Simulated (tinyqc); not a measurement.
Read current of a NAND string, cells in series solved by shooting: one step of the calculation.

Cells in series, numbered from 0 at the source line (0 V) to the bit line, each followed by a gap resistance Rg. A cell with gate Vg, threshold VT, source Vs and drain Vd passes I = 2 nf K Vt^2 [F(Vs) - F(Vd)]/(1 + th max(Vg - VT, 0)), F(V) = ln^2(1 + exp((Vg - VT - nf V)/(2 nf Vt))). The selected cell has Vg = Vr, the others Vg = Vp.

Problem. Node voltages for a trial current. For a trial current I start at 0 V and, cell by cell (the selected one is cell 3), solve for the drain: sqrt(F(Vd)) = sqrt(F(Vs) - I/k), k = 2 nf K Vt^2/(1 + th max(Vg - VT, 0)), Vd = [Vg - VT - 2 nf Vt ln(exp(sqrt F) - 1)]/nf, then add I Rg.

Inputs (values chosen for the exercise); values of the order met in vertical NAND strings:
```
symbol  value    unit                                 meaning
T         300       K                             temperature
K          29  uA/V^2                   gain factor of a cell
nf        1.5                                    slope factor
th       0.07     1/V               mobility reduction factor
Rg         16    kohm     resistance of the gap between cells
Vbl       0.5       V                        bit-line voltage
Vp        7.6       V                            pass voltage
Vr       2.73       V  read voltage on the selected word line
```

Constants: q = 1.602176634e-19 C, kB = 1.380649e-23 J/K, Vt = kB T/q. Results are converted to the units shown.

second trial current = 2.3 uA
thresholds from the source end, cell 0 to 5 (V): 3.4  3.4  3.4  1.4  3.4  3.4

Give: node voltage after each cell and gap, trial 2.

Solution.

node voltage after each cell and gap, trial 2, cell 0 to 5 (V): 0.061343  0.12324  0.18572  0.31050  0.37494  0.44011

Numbers from tinyqc (`OMP_NUM_THREADS=1 python tinyqc.py 2142019 2142020 out.jsonl`; about 0.5 s on one thread of a shared Intel Xeon 2.30GHz).
